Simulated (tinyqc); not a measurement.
Inside a calculation. Method: tight binding, kagome lattice. One step of it, computed by the program tinyqc.

Task: Bloch Hamiltonian at K. H_AB = -t1 - t2 exp(-i k.a1), H_AC = -t1 - t2 exp(-i k.a2), H_BC = -t1 - t2 exp(i k.(a1 - a2)), H_CC = delta.

Parameters chosen for this model:
```
parameter     value                unit
t1         1.080000    eV, up triangles
t2         1.080000  eV, down triangles
delta             0        eV on site C
```

k point K (fractions of the reciprocal vectors): 0.333333  0.666667

Give: H(k) at K.

Result:

H(k) at K (eV), lower triangle (Hermitian):
```
                 A                B       C
A           0.0000
B  -0.5400-0.9353i           0.0000
C  -0.5400+0.9353i  -0.5400-0.9353i  0.0000
```
